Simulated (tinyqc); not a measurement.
Inside a calculation. Model: n-type polysilicon, carrier trapping at grain boundaries.

tinyqc, about 0.01 s, one thread, Intel Xeon 2.30GHz (shared host): `OMP_NUM_THREADS=1 python tinyqc.py 2830292 2830293 out.jsonl` Printed values are rounded.

One-dimensional grains of size Lg, uniform ionised doping N, monovalent traps Qt at each boundary at a depth Et below (for electrons) or above (for holes) the band edge there, abrupt depletion of width W on each side of a boundary, Boltzmann statistics. xi is the distance from the band edge at the grain centre to the Fermi level. Trapped charge Qt/(1 + exp((xi + VB - Et)/Vt)) = 2 N W, barrier VB = q N W^2/(2 eps0 eps_r).

Inputs (values chosen for the exercise); values of the order met in polycrystalline silicon: temperature T = 300 K; relative permittivity eps_r = 11.7; conduction-band density of states at T NB = 2.8e19 cm^-3; grain size Lg = 18 nm; trap density of a grain boundary Qt = 3.3e12 cm^-2; depth of the trap level from the majority band edge at the boundary Et = 0.34 eV; mass for thermionic emission ms = 0.37 m0; correction factor of the emission rate fe = 0.12; doping N = 3.7e17 cm^-3.

Constants: q = 1.602176634e-19 C, kB = 1.380649e-23 J/K, m0 = 9.1093837015e-31 kg, Vt = kB T/q, eps0 = 8.8541878128e-14 F/cm where lengths are in cm. Results are converted to the units shown.

Range of the model: VB is below Vt, where abrupt depletion and thermionic emission are rough.

## Depletion width, Fermi level and barrier

If the trap equation with xi = Vt ln(NB/N) has a root W < Lg/2, the grain is partly depleted; otherwise W = Lg/2 and the trap equation gives xi = Et - VB + Vt ln(Qt/(N Lg) - 1). N* = Qt/Lg.

N* = 1.83333e18 cm^-3
W = 9 nm
xi = 0.352370 V
VB = 0.0231757 V
share of traps filled = 0.201818

N is 0.202 N*, and the grain is fully depleted; VB = 0.896 Vt.

## Resistivity and effective mobility

n0 = NB exp(-xi/Vt); mean density n0 (1 - 2 W/Lg) by charge balance in a partly depleted grain, and n0 (sqrt(pi)/2) erf(u)/u with u = sqrt(VB/Vt) in a fully depleted one; v = sqrt(kB T/(2 pi ms m0)); barrier resistivity Vt exp(VB/Vt)/(q fe n0 v Lg); grain resistivity (1 - 2 W/Lg)/(q n0 mug); effective mobility 1/(q mean density total resistivity).

n0 = 3.36979e13 cm^-3
mean density = 2.58459e13 cm^-3
v = 4.42249e6 cm/s
barrier resistivity = 12285.6 ohm cm
grain resistivity = 0.00000 ohm cm
resistivity = 12285.6 ohm cm
effective mobility = 19.6564 cm^2/(V s)

The resistivity is 35000 times that of a single crystal with the same N and mobility mug, and the mean density is 0.00699 % of N.
